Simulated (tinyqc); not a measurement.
Quasiparticle equation with a plasmon-pole self-energy for two band edges: one step. Solving the equation for the conduction edge. Three cases, with inputs chosen for the exercise.

Question. Newton steps on f(E) = E - ec - Xc - Sc(E) from E = ec; the first step is the linearised result.

For each edge E = e + X + Sc(E), with the correlation part Sc(E) = A[0]/(E - a + w) + A[1]/(E - b - w); a and b are the valence and conduction energies that enter the Green function (a = ev, b = ec in the one-shot scheme). Z = 1/(1 - dSc/dE), dSc/dE = -A[0]/(E - a + w)^2 - A[1]/(E - b - w)^2.

Case 1.

Values chosen (scales of the order of those of Ge; not measured data): ev = 0 eV (mean-field valence top); ec = 0.1 eV (mean-field conduction edge); w = 13.1 eV (pole energy); Av = (20.9, 8.5) eV^2 (weights of the valence state on the hole and electron poles); Ac = (11.1, 21.6) eV^2 (the same for the conduction state); Xv = -1.24 eV (exchange minus the mean-field potential, valence); Xc = 1.26 eV (the same, conduction).

Case 2.

Values chosen (scales of the order of those of GaN; not measured data): ev = 0 eV (mean-field valence top); ec = 1.96 eV (mean-field conduction edge); w = 18.1 eV (pole energy); Av = (51.1, 25.2) eV^2 (weights of the valence state on the hole and electron poles); Ac = (23, 46) eV^2 (the same for the conduction state); Xv = -2.81 eV (exchange minus the mean-field potential, valence); Xc = 2.07 eV (the same, conduction).

Case 3.

Values chosen (scales of the order of those of AlN; not measured data): ev = 0 eV (mean-field valence top); ec = 4.31 eV (mean-field conduction edge); w = 19.8 eV (pole energy); Av = (92.8, 44.4) eV^2 (weights of the valence state on the hole and electron poles); Ac = (39.2, 81) eV^2 (the same for the conduction state); Xv = -3.91 eV (exchange minus the mean-field potential, valence); Xc = 3.87 eV (the same, conduction).

Give: Iterates.

Answer.

Case 1.

Iterates:
```
step   E (eV)   Sc (eV)     f (eV)
0     0.10000  -0.80795  -0.452054
1     0.48001  -0.88074   0.000752
2     0.47938  -0.88062   0.000000
3     0.47938  -0.88062   0.000000
```

The linearisation errs by +0.6 meV, as the shift is only 0.029 of the pole energy.

Case 2.

Iterates:
```
step   E (eV)   Sc (eV)     f (eV)
0     1.96000  -1.39488  -0.675124
1     2.52375  -1.50792   0.001664
2     2.52236  -1.50764   0.000000
3     2.52236  -1.50764   0.000000
```

The linearisation errs by +1.4 meV, as the shift is only 0.031 of the pole energy.

Case 3.

Iterates:
```
step   E (eV)   Sc (eV)     f (eV)
0     4.31000  -2.46503  -1.404972
1     5.41276  -2.77742   0.010186
2     5.40489  -2.77511   0.000001
3     5.40489  -2.77511   0.000000
```

The linearisation errs by +7.9 meV, as the shift is only 0.055 of the pole energy.

Computed by tinyqc, one run a case: `OMP_NUM_THREADS=1 python tinyqc.py N N+1 out.jsonl` with N = 1880939, 1881092, 1881120; one thread of a shared Intel(R) Xeon(R) Processor @ 2.30GHz, about 0.02 s a run at most.
